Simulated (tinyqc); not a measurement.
Two-band massive Dirac model of the K valleys, step by step. Values are carried at full precision from step to step, so a last printed digit may differ when a step is redone from the rounded ones.

Basis (conduction, valence): H = [[D/2, a t (tau kx - i ky)], [a t (tau kx + i ky), -D/2 + lam tau sz]], valley tau = +/-1, spin sz = +/-1. The gap of a spin and valley is G = D - lam tau sz. Berry curvature Omega = curl of i<u|grad u>; for the conduction band Omega_c = -tau 2 a^2 t^2 G/(G^2 + 4 a^2 t^2 k^2)^(3/2), and Omega_v = -Omega_c.

Constants: hbar^2/2m0 = 3.80998211 eV angstrom^2.

Parameters, chosen for this exercise (near those used for monolayer WS2; not measured data): a = 3.203 angstrom (lattice constant); D = 1.69 eV (gap parameter); t = 1.37 eV (effective hopping); lam = 0.231 eV (half the valence spin splitting); tau = -1 (valley); sz = -1 (spin); k = (-0.01, 0.023) 1/angstrom (wave vector from the valley); h = 0.02 1/angstrom (side of the plaquette).

## Band edges of the four flavours

At k = 0: Ec = D/2, Ev = -D/2 + lam tau sz; mass m/m0 = c G/(a t)^2 for both bands, c = hbar^2/2m0; Omega_c(0) = -2 tau a^2 t^2/G^2.

Edges:
```
tau  sz  Ec (eV)  Ev (eV)  G (eV)  mass (m0)  Omega_c (angstrom^2)
1     1   0.8450  -0.6140  1.4590     0.2887               -18.091
1    -1   0.8450  -1.0760  1.9210     0.3801               -10.436
-1    1   0.8450  -1.0760  1.9210     0.3801                10.436
-1   -1   0.8450  -0.6140  1.4590     0.2887                18.091
```

The top of the valence band has spin up at tau = +1 and spin down at tau = -1: spin and valley are locked, with 462 meV between the two valence bands (A and B transitions at 1.459 and 1.921 eV, without exciton binding).

## H at one k

Fill in the matrix and diagonalise: E = lam tau sz/2 -/+ sqrt(G^2/4 + a^2 t^2 k^2).

H (eV):
```
                c               v
c          0.8450  0.0439-0.1009i
v  0.0439+0.1009i         -0.6140
```

levels (eV): -0.6223  0.8533

cos(theta) = G/(E+ - E-) = 0.9888

## Curvature, orbital moment and circular dichroism

Omega_c from the formula; orbital moment of both bands m = -tau (a t)^2 G/(c (G^2 + 4 a^2 t^2 k^2)) in Bohr magnetons (charge -e), c = hbar^2/2m0; interband strengths |P+/-|^2 proportional to (1 +/- tau cos(theta))^2 for P+/- = Px +/- i Py, and eta = (|P+|^2 - |P-|^2)/(|P+|^2 + |P-|^2) = 2 tau cos(theta)/(1 + cos^2(theta)).

Omega_c = 17.491 angstrom^2
orbital moment = 3.387 muB
eta = -0.9999

All three change sign with the valley. The selection rule, exact at k = 0, still holds to 100.0 % here.

## The curvature from a plaquette

Corners counter-clockwise around k, from (-h/2, -h/2); upper eigenvector u with its first component real and positive; Omega = -(sum of arg <u_j|u_(j+1)>)/h^2.

Corners:
```
j       kx      ky      u_c               u_v  arg <u_j|u_j+1> (rad)
1  -0.0200  0.0130  0.99746  0.05969+0.03880i               0.002333
2   0.0000  0.0130  0.99924          0.03901i               0.000000
3   0.0000  0.0330  0.99520          0.09782i              -0.005779
4  -0.0200  0.0330  0.99350  0.05898+0.09731i              -0.003527
```

Omega_c from the plaquette = 17.433 angstrom^2

The formula at the centre gives 17.491; the plaquette averages over its area.

## Checks

- Curvature formula against a plaquette of side 1e-4: both 17.491.
- Eta against the matrix elements of dH/dkx +/- i dH/dky: both -0.99994.

Program tinyqc; command `OMP_NUM_THREADS=1 python tinyqc.py 1482346 1482347 out.jsonl`; about 0.01 s on one thread of a shared Intel(R) Xeon(R) Processor @ 2.30GHz.
